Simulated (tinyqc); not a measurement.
What each parameter does: configuration-coordinate model of carrier capture at a defect.

Two parabolas of equal curvature k in one coordinate Q: with the carrier free at the band edge, U_f = k Q^2/2; with the carrier trapped, U_t = k (Q - dQ)^2/2 - ET. ER = k dQ^2/2, Huang-Rhys factor S = ER/hw, hw = 0.0646541 sqrt(k/M) eV for k in eV/angstrom^2 and M in u. The curves cross at a height Eb = (ER - ET)^2/(4 ER) above the free minimum.

Multiphonon factor for giving p = ET/hw phonons to the lattice: W = exp(-S (2 nb + 1)) ((nb + 1)/nb)^(p/2) I_p(x), nb = 1/(exp(hw/kT) - 1), x = 2 S sqrt(nb (nb + 1)), I_p the modified Bessel function. Classical limit: W = hw exp(-Eb/kT)/sqrt(4 pi ER kT). At T = 0: exp(-S) S^p/Gamma(p + 1).

Constants: kB = 8.617333262e-05 eV/K.

Inputs chosen for the exercise (of the size met at a deep level in GaN; shifted at random, so the results belong to these values and not to a real crystal): ET = 1.03 eV (thermal depth of the level below the band edge); ER = 0.38 eV (relaxation energy); hw = 0.04 eV (phonon energy of the mode); T = 77 K (temperature).

Eb, log10 W and the full width 2.35482 sqrt(ER hw coth(hw/2kT)).

One parameter was then changed.

Results before and after:
```
case     Eb (eV)  log10 W  full width (eV)
base      0.2780   -5.189           0.2910
changed   0.2093   -4.351           0.3096
```

Which of these changes was made? (a) T = 107 K; (b) ET = 1.07 eV; (c) hw = 0.048 eV; (d) ER = 0.43 eV.
Answer: (d) ER = 0.43 eV. Of the candidates, run in turn, only this one gives the changed row.

All candidates:
```
case           Eb (eV)  log10 W  full width (eV)
base            0.2780   -5.189           0.2910
ET = 1.07 eV    0.3132   -5.638           0.2910
ER = 0.43 eV    0.2093   -4.351           0.3096
hw = 0.048 eV   0.2780   -4.475           0.3183
T = 107 K       0.2780   -5.142           0.2941
```

(tinyqc, `OMP_NUM_THREADS=1 python tinyqc.py 1481432 1481433 out.jsonl`, Intel(R) Xeon(R) Processor @ 2.30GHz, 1 thread, shared host, about 0.01 s.)
